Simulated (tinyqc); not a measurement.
Two-valley model of the transferred-electron effect: one step, computed by the program tinyqc. Command: `OMP_NUM_THREADS=1 python tinyqc.py 3016052 3016053 out.jsonl gunn walk`. One thread of a shared host (Intel(R) Xeon(R) Processor @ 2.30GHz), about 0.01 s of CPU time with the checks.

Both kinds of valley share one electron temperature T_e, and each has a constant mobility.

Problem. Equilibrium. Density-of-states ratio R = Z (m2/m1)^(3/2); n2/n1 = R exp(-dE/(k_B T_e)); mean mobility mu = (mu1 + mu2 n2/n1)/(1 + n2/n1); energy balance e mu F^2 = (3/2) k_B (T_e - T)/tau_E; v = mu F.

Inputs (values chosen for the exercise, modelled on CdTe):
```
quantity                       value        unit
central-valley mass m1         0.094         m_0
satellite-valley mass m2        0.29         m_0
satellite valleys Z                4           -
valley separation dE            0.48          eV
central-valley mobility mu1     1000  cm^2/(V s)
satellite-valley mobility mu2     78  cm^2/(V s)
lattice temperature T            300           K
```

Solver: damped fixed point.

Constants: k_B = 8.617333262e-05 eV/K.

Give: R; n2/n1 without field; low-field mobility.

Solution.

R = 21.68

n2/n1 without field = 1.872e-07

low-field mobility = 1000.0 cm^2/(V s)

dE is 18.6 k_B T, so the satellites are empty without field.
